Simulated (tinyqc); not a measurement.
From results back to parameters: Wannier exciton and Elliott formula. Four cases, with inputs chosen for the exercise.

Problem. Bulk exciton lines lie at Eg - Ry*/n^2 with Ry* = Ry mu/eps^2. Lines n = 1 and 2 were computed from hidden Eg and mu.

Constants: Ry = 13.60569312 eV; a0 (Bohr radius) = 0.5291772105 angstrom.
Find: Ry*; Eg; mu; a* = a0 eps/mu.

Method. The spacing is Ry* (1/1 - 1/4).

Case 1.

Values chosen (out of a larger set: near those of InP; not measured data): eps = 12.1 (dielectric constant).

lines (eV): 1.401337  1.405584

Solution.

Ry* = 5.66 meV
Eg = 1.4070 eV
mu = 0.061 m0
a* = a0 eps/mu = 105 angstrom

Case 2.

Values chosen (out of a larger set: near those of InGaAs; not measured data): eps = 14.4 (dielectric constant).

lines (eV): 0.797083  0.798521

Solution.

Ry* = 1.92 meV
Eg = 0.7990 eV
mu = 0.029 m0
a* = a0 eps/mu = 261 angstrom

Case 3.

Values chosen (out of a larger set: near those of ZnSe; not measured data): eps = 8.9 (dielectric constant).

lines (eV): 2.805646  2.820912

Solution.

Ry* = 20.35 meV
Eg = 2.8260 eV
mu = 0.118 m0
a* = a0 eps/mu = 40 angstrom

Case 4.

Values chosen (out of a larger set: near those of CdTe; not measured data): eps = 9.8 (dielectric constant).

lines (eV): 1.558777  1.566444

Solution.

Ry* = 10.22 meV
Eg = 1.5690 eV
mu = 0.072 m0
a* = a0 eps/mu = 72 angstrom

Computed by tinyqc, one run a case: `OMP_NUM_THREADS=1 python tinyqc.py N N+1 out.jsonl` with N = 1281314, 1281366, 1281376, 1281432; one thread of a shared Intel(R) Xeon(R) Processor @ 2.30GHz, about 0.05 s a run at most.
